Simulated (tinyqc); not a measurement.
Changing the temperature T: Deal-Grove kinetics of thermal oxidation of silicon. Computed by tinyqc, a small Python program. Command: `OMP_NUM_THREADS=1 python tinyqc.py 3008222 3008223 out.jsonl oxide sweep`. One thread of a shared host (Intel(R) Xeon(R) Processor @ 2.30GHz), about 0.2 s of CPU time with the checks.

Oxidant diffuses through the oxide and reacts at the interface, so that dx/dt = B/(A + 2x) for the oxide thickness x.

Inputs (values chosen for the exercise, close to those used for silicon):

| quantity | value | unit |
|---|---|---|
| prefactor B0 | 869 | um^2/h |
| activation energy E_B | 1.24 | eV |
| prefactor (B/A)0 | 6.14e+06 | um/h |
| activation energy E_A | 2.02 | eV |
| oxidant pressure p | 0.5 | atm |
| pressure exponent m of B/A | 0.74 | - |
| initial oxide x_i | 0.01 | um |
| time t | 0.42 | h |

Ambient: dry oxygen. Surface: (111).

Constants: k_B = 8.617333262e-05 eV/K.

Method:
- B = B0 p exp(-E_B/(k_B T)), B/A = (B/A)0 p^m exp(-E_A/(k_B T)), p in atm; A = B/(B/A).
- Temperatures in kelvin are T(C) + 273.15.
- tau = (x_i^2 + A x_i)/B and x = (A/2) [sqrt(1 + 4 B (t + tau)/A^2) - 1], the root of x^2 + A x = B (t + tau).
- Silicon consumed is 0.44 times the oxide grown; the rate is B/(A + 2x).

One run for each value:

| temperature T (C) | oxide thickness x (um) | length A (um) | linear constant B/A (um/h) | parabolic constant B (um^2/h) |
|---|---|---|---|---|
| 800 | 0.01049 | 0.5441 | 1.199e-03 | 0.00065 |
| 900 | 0.01298 | 0.2651 | 7.720e-03 | 0.00205 |
| 950 | 0.01646 | 0.1934 | 1.747e-02 | 0.00338 |
| 1000 | 0.02270 | 0.1446 | 3.709e-02 | 0.00536 |
| 1050 | 0.03255 | 0.1105 | 7.437e-02 | 0.00822 |
| 1100 | 0.04607 | 0.0862 | 1.418e-01 | 0.01222 |
| 1150 | 0.06260 | 0.0684 | 2.582e-01 | 0.01765 |
| 1200 | 0.08136 | 0.0551 | 4.517e-01 | 0.02488 |

Give the missing row, temperature T (C) = 850.

Computed row:
```
temperature T (C)  oxide thickness x (um)  length A (um)  linear constant B/A (um/h)  parabolic constant B (um^2/h)
850                               0.01126         0.3738                   3.172e-03                        0.00119
```

Interpolating between the two neighbouring rows (linearly) misses most in linear constant B/A (um/h), by 41 %. Over the rows, oxide thickness x (um) rises from 0.0105 to 0.0814; length A (um) falls from 0.544 to 0.0551. A falls with T because E_A exceeds E_B, so hot oxidation turns parabolic sooner. The apparent activation energy of x, -d ln x / d(1/(k_B T)), is 0.15 eV between the first rows and 0.95 eV between the last; a film much thicker than x_i would show E_A = 2.02 eV in the linear limit and E_B/2 = 0.62 eV in the parabolic one.

Caution (all rows): dry oxides grow faster than Deal-Grove predicts below about 0.03 um, so a start from a thinner film underestimates the thickness (a common remedy is x_i = 0.025 um).
